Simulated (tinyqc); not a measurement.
Gate sheet resistance from two finger widths.

Inverse problem. At low frequency R = Rsh Wf/(3 L) + B/Wf, where B collects the channel and vertical terms. Find Rsh, B and the width of lowest R.

Parameters, values chosen for the exercise:
- L = 0.61 um (channel length)

input resistance of single fingers, contacted at one end, of width 0.77 and 4.1 um (ohm): 184.17447  46.692790

Answer. R Wf is a straight line in Wf^2; the minimum of R lies where both terms are equal.

Rsh = 5.60 ohm/square
B = 140 ohm um
width of lowest R = 6.76 um

Program tinyqc, `OMP_NUM_THREADS=1 python tinyqc.py 2262188 2262189 out.jsonl`; Intel Xeon 2.30GHz, shared host, one thread, about 0.01 s.
